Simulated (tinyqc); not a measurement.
MOS inversion layer, Poisson-Schroedinger loop: effect of the sheet density of electrons.

Electrons confined at an insulator interface at z = 0, treated as a hard wall; parabolic valleys, Hartree approximation, no image or exchange terms. The depletion charge lies far deeper than the electrons and gives a uniform field q Nd/(eps0 eps_r); the gate balances all charge. Energies are counted from the band edge at the interface.

Schroedinger equation -(C/mz) psi'' + (V0 + U) psi = E psi, C = hbar^2/(2 m0), psi(0) = 0, on a uniform mesh of 800 nodes with a far wall at 45 nm, 8 levels a set; V0 = q Nd z/(eps0 eps_r); dU/dz = q (Ns - integral of n from 0 to z)/(eps0 eps_r), U(0) = 0; N_k = g md m0 q Vt/(pi hbar^2) ln(1 + exp((EF - E_k)/Vt)), g the number of valleys of the set, sum N_k = Ns. Triangular well: E_k = a_k (C F^2/mz)^(1/3), a_1 = 2.338107, a_2 = 4.087949, C = hbar^2/(2 m0), F in eV/nm. Fang-Howard (all electrons in the lowest level of set A): b^3 = 6 (mz1/C) q (Nd + 11 Ns/32)/(eps0 eps_r), centroid 3/b, level C b^2/(4 mz1) + (3/b) q (Nd + 11 Ns/16)/(eps0 eps_r). The centroid adds 3.9 z_av/eps_r to an oxide-equivalent thickness. Shares under 0.0001 % are printed as 0.

Parameters, values chosen for the exercise; masses and permittivity close to those of In0.53Ga0.47As:
- T = 400 K (temperature)
- eps_r = 14.2 (relative permittivity)
- mz1 = 0.0409 m0 (mass along z of valley set A (1 valley(s)))
- md1 = 0.0413 m0 (in-plane density-of-states mass of set A)
- Nd = 1.4e12 cm^-2 (sheet density of depletion charge)

Constants: q = 1.602176634e-19 C, kB = 1.380649e-23 J/K, hbar = 1.054571817e-34 J s, m0 = 9.1093837015e-31 kg, Vt = kB T/q, eps0 = 8.8541878128e-14 F/cm where lengths are in cm, hbar^2/(2 m0) = 0.0380998212 eV nm^2. Results are converted to the units shown.

Effect of the sheet density of electrons:

| Ns (cm^-2) | A1 (meV) | A2 (meV) | EF (meV) | share of A1 (%) | share of A2 (%) | centroid z_av (nm) | added oxide equivalent (nm) | Fang-Howard centroid (nm) |
|---|---|---|---|---|---|---|---|---|
| 1e11 | 161 | 279 | 102 | 96.3 | 3.43 | 5.94 | 1.63 | 6.12 |
| 1.7e11 | 165 | 284 | 126 | 96.2 | 3.55 | 5.91 | 1.62 | 6.09 |
| 3.1e11 | 173 | 293 | 158 | 95.9 | 3.81 | 5.86 | 1.61 | 6.02 |
| 5.3e11 | 185 | 307 | 195 | 95.4 | 4.28 | 5.78 | 1.59 | 5.92 |
| 9.4e11 | 206 | 332 | 248 | 94.3 | 5.36 | 5.67 | 1.56 | 5.76 |
| 1.6e12 | 238 | 371 | 320 | 91.9 | 7.61 | 5.54 | 1.52 | 5.53 |
| 2.9e12 | 297 | 446 | 441 | 86.2 | 12.8 | 5.42 | 1.49 | 5.16 |
| 5e12 | 383 | 563 | 611 | 78.7 | 19.4 | 5.31 | 1.46 | 4.72 |

As Ns goes from 1e11 to 5e12, A1 rises from 161 to 383 meV, the share of A1 falls from 96.3 to 78.7 % and the centroid falls from 5.94 to 5.31 nm. A1 goes as Ns^(0.47) between the last two rows (a triangular well in the field of that charge alone gives 2/3). EF lies more than 2 meV above A1 for Ns = 5.3e11, 9.4e11, 1.6e12, 2.9e12, 5e12. The Fang-Howard centroid is 3.0 % above the full one in the first row, where A1 holds 96.3 %, and 11 % below it in the last, where A1 holds 78.7 %. For Ns = 1.6e12, 2.9e12, 5e12 the energies exceed 0.25 eV, where non-parabolicity matters for so light a mass.

Numbers from tinyqc (`OMP_NUM_THREADS=1 python tinyqc.py 2160005 2160006 out.jsonl`; about 0.3 s on one thread of a shared Intel Xeon 2.30GHz).
